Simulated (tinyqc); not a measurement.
MOS inversion layer, Poisson-Schroedinger loop: course of the self-consistent loop.

Electrons confined at an insulator interface at z = 0, treated as a hard wall; parabolic valleys, Hartree approximation, no image or exchange terms. The depletion charge lies far deeper than the electrons and gives a uniform field q Nd/(eps0 eps_r); the gate balances all charge. Energies are counted from the band edge at the interface.

V0 = q Nd z/(eps0 eps_r) in eV.

Tridiagonal Hamiltonian with psi = 0 one step beyond both ends: H_ii = C (1/m_(i-1/2) + 1/m_(i+1/2))/hz^2 + V0_i + U_i (+ dE for the set B), H_(i,i+1) = -C/(m_(i+1/2) hz^2), C = hbar^2/(2 m0). The lowest 2 level(s) of each valley set are kept, normalised to hz sum |psi|^2 = 1. The mass is the same on all intervals.

Level k holds N_k = D_k Vt ln(1 + exp((EF - E_k)/Vt)) with D = 4 md1 m0 q/(pi hbar^2) for the set A, D = 2 md2 m0 q/(pi hbar^2) for the set B per eV (spin included); EF is fixed by sum N_k = Ns.

n_i = sum_k N_k |psi_k|^2 (converted to cm^-3). Hartree part by Gauss: on the interval before node i the electrons still beyond are S_i = Ns - hz sum_(j<i) n_j, and U_i = U_(i-1) + q S_i hz/(eps0 eps_r) in eV, U_0 = 0 at the interface. Mixing: U(new) = U + a (U(out) - U).

Start from U = 0. Stop when the largest |U(out) - U| is below 1e-7 eV, or after 120 rounds.

Values chosen for this exercise; masses and permittivity close to those of silicon (110): temperature T = 300 K; relative permittivity eps_r = 11.8; mass along z of valley set A (4 valley(s)) mz1 = 0.315 m0; in-plane density-of-states mass of set A md1 = 0.32 m0; mass along z of valley set B (2 valley(s)) mz2 = 0.188 m0; in-plane density-of-states mass of set B md2 = 0.412 m0; sheet density of electrons Ns = 7e12 cm^-2; sheet density of depletion charge Nd = 7.2e11 cm^-2; extra shift of set B (strain) dE = 0 eV; mesh step hz = 0.77 nm; mixing factor a = 0.5.

Constants: q = 1.602176634e-19 C, kB = 1.380649e-23 J/K, hbar = 1.054571817e-34 J s, m0 = 9.1093837015e-31 kg, Vt = kB T/q, eps0 = 8.8541878128e-14 F/cm where lengths are in cm, hbar^2/(2 m0) = 0.0380998212 eV nm^2. Results are converted to the units shown.

```
node,z (nm)
1,0.77
2,1.54
3,2.31
4,3.08
5,3.85
6,4.62
7,5.39
8,6.16
9,6.93
10,7.7
11,8.47
12,9.24
13,10.01
14,10.78
15,11.55
16,12.32
17,13.09
18,13.86
```

Course of the iteration:
```
round,level A1 (eV),EF (eV),largest |U(out) - U| (eV)
1,0.0570647,0.0291815,0.435
2,0.175939,0.157370,0.0791
3,0.209195,0.190156,0.0381
4,0.225358,0.206116,0.0182
5,0.233199,0.213897,8.60e-3
6,0.236972,0.217651,4.07e-3
7,0.238788,0.219461,1.94e-3
8,0.239666,0.220337,9.32e-4
9,0.240093,0.220763,4.56e-4
...,...,...,...
13,0.240478,0.221147,2.67e-5
14,0.240490,0.221159,1.32e-5
15,0.240496,0.221165,6.52e-6
16,0.240499,0.221168,3.22e-6
17,0.240501,0.221170,1.60e-6
18,0.240501,0.221170,7.90e-7
19,0.240502,0.221171,3.92e-7
20,0.240502,0.221171,1.94e-7
21,0.240502,0.221171,9.64e-8
```

Did this iteration meet its convergence test, and what does its course show?

Yes. Converged in 21 rounds. Towards the end the residual shrinks by a factor of about 0.50 a round.

Program tinyqc, `OMP_NUM_THREADS=1 python tinyqc.py 2160164 2160165 out.jsonl`; Intel Xeon 2.30GHz, shared host, one thread, about 1 s.
